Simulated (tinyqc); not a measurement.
Inversion-layer mobility, back-scattering and ballistic limit of a field-effect transistor: one step, computed by the program tinyqc.

The charge at the top of the source barrier is fixed by the gate; series resistance and short-channel effects are left out. F_j are Fermi integrals normalised to exp(eta) in the classical limit.

Problem. Ballistic limit. F_j(eta) = (1/Gamma(j + 1)) int_0^infinity x^j/(1 + exp(x - eta)) dx, F_0 = ln(1 + exp(eta)). Integrals over x = E/(k_B T) use 160 Gauss-Legendre points in u = sqrt(x) from 0 to sqrt(max(eta, 0) + 32). Ballistic channel: N_2D = g_v m k_B T/(pi hbar^2), U = e V_D/(k_B T); eta_F solves N_inv = (N_2D/2)[F_0(eta_F) + F_0(eta_F - U)]; v_T = sqrt(2 k_B T/(pi m)); I/W = e (N_2D/2) v_T [F_1/2(eta_F) - F_1/2(eta_F - U)]; injection velocity v_T F_1/2(eta_F)/F_0(eta_F).

Inputs (values chosen for the exercise, modelled on an InGaAs n-channel):
```
quantity               value  unit
transport mass m       0.044   m_0
valley degeneracy g_v      1     -
drain voltage V_D        1.1     V
temperature T            400     K
```

Statistics at the top of the barrier: Fermi-Dirac.

inversion density N_inv = 6.178459e+12 1/cm^2

Constants: m_0 = 9.1093837015e-31 kg; k_B = 1.380649e-23 J/K; hbar = 1.054571817e-34 J s; k_B = 8.617333262e-05 eV/K; e = 1.602176634e-19 C.

Give: N_2D; eta_F; thermal velocity v_T; injection velocity; ballistic current I/W.

Solution.

N_2D = 6.3355e+11 1/cm^2

eta_F = 19.504

thermal velocity v_T = 2.9617 1e7 cm/s

injection velocity = 9.8714 1e7 cm/s

ballistic current I/W = 9771.7 microampere/micrometre

Degeneracy raises the injection velocity by a factor 3.33. Caution: the Fermi level lies so high that further subbands and non-parabolicity matter.
